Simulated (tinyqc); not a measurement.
# Input admittance of a MOSFET at zero drain bias: distributed channel and distributed gate: two studies

Source and drain grounded, strong inversion, w = 2 pi f, Cox = eps0 eox/tox. The channel is an RC line of resistance 1/(mu Cox Vo) per square fed from both ends, so one finger has the intrinsic admittance y = i w Cox L tanh(g)/g per width, g = (1/2) sqrt(i w tau), tau = L^2/(mu Vo). The vertical resistance rv/L is in series with y, the overlaps 2 i w Cov in parallel: y_t = 1/(1/y + rv/L) + 2 i w Cov. The gate strip is a line of Rsh/L per length loaded by y_t, so a finger has Y = y_t Wf tanh(k)/k, k = (Wf/sd) sqrt(y_t Rsh/L); the device has Nf Y.

Parameters, values chosen for the exercise; values of the order met in silicon radio-frequency transistors: relative permittivity of the gate insulator (close to silicon dioxide) eox = 3.9; insulator thickness tox = 3.9 nm; channel length L = 0.75 um; finger width Wf = 1 um; number of fingers Nf = 16; channel mobility mu = 240 cm^2/(V s); gate overdrive Vo = 0.32 V; sheet resistance of the gate Rsh = 28 ohm/square; vertical resistivity of the gate stack rv = 0 ohm um^2; number of ends at which a finger is contacted sd = 2; overlap and fringe capacitance on each side Cov = 0.16 fF/um; frequency f = 5.6 GHz.

Constants: eps0 = 8.8541878128e-14 F/cm where lengths are in cm. Results are converted to the units shown.

Each table varies one quantity; the others keep the values above.

## Input impedance against frequency

Low-frequency limits, with c = Cox L and ct = c + 2 Cov: R_strip = Rsh Wf/(3 sd^2 L Nf), R_ch = (c/ct)^2 L/(12 mu Cox Vo Wf Nf), R_vert = (c/ct)^2 rv/(L Wf Nf), C = ct Wf Nf. Z = 1/(Nf Y) = R + 1/(i w C), Q = |Im Z|/R, far-point signal |1/cosh k|.

The same in every row: low-frequency R (ohm) = 52.48.

Results:
```
f (GHz)    w tau       |k|  R (ohm)  C (fF)      Q  signal at the far point
0.06     0.02761  0.004949    52.48   111.4  453.9                    1.000
0.4       0.1841   0.01278    52.48   111.4  68.08                    1.000
1         0.4602   0.02019    52.47   111.3  27.24                    1.000
3          1.381   0.03484    52.43   111.0  9.115                   0.9999
8          3.682   0.05544    52.10   109.0  3.504                   0.9996
20         9.204   0.07836    50.24   98.55  1.607                   0.9984
60         27.61    0.1004    38.84   61.50  1.110                   0.9966
200        92.04    0.1380    18.60   32.51  1.316                   0.9943
```

Estimate the missing row, f = 0.2 GHz.

Computed row:
```
f (GHz)    w tau       |k|  R (ohm)  C (fF)      Q  signal at the far point
0.2      0.09204  0.009035    52.48   111.4  136.2                    1.000
```

With this row back in the table: R falls from 52.5 to 18.6 ohm and C falls from 111 to 32.5 fF. Q goes as f^(-1.00) between the first two rows and f^(0.14) between the last two, where w tau = 92.0 and |k| = 0.138. The low-frequency limits hold both R and C within 5 % up to f = 8 GHz among the rows.

## Effect of the gate overdrive

Same model as above.

Effect of the gate overdrive:
```
Vo (V)   w tau      |k|  R (ohm)  low-frequency R (ohm)  C (fF)      Q  signal at the far point
0.2      4.123  0.04606    83.09                  83.85   108.4  3.155                   0.9997
0.35     2.356  0.04720    47.85                  48.00   110.4  5.381                   0.9998
0.5      1.649  0.04750    33.61                  33.66   110.9  7.627                   0.9999
0.65     1.269  0.04763    25.91                  25.93   111.1  9.874                   0.9999
0.8      1.031  0.04769    21.10                  21.11   111.2  12.12                   0.9999
0.95    0.8681  0.04773    17.80                  17.81   111.2  14.36                   0.9999
1.1     0.7497  0.04775    15.40                  15.40   111.3  16.59                   0.9999
1.25    0.6597  0.04776    13.58                  13.58   111.3  18.81                   0.9999
```

What does the comparison show?

As Vo goes from 0.2 to 1.25, R falls from 83.1 to 13.6 ohm, C rises from 108 to 111 fF and Q rises from 3.16 to 18.8. Only the channel term depends on Vo.

tinyqc, about 0.01 s, one thread, Intel Xeon 2.30GHz (shared host): `OMP_NUM_THREADS=1 python tinyqc.py 2262001 2262002 out.jsonl`
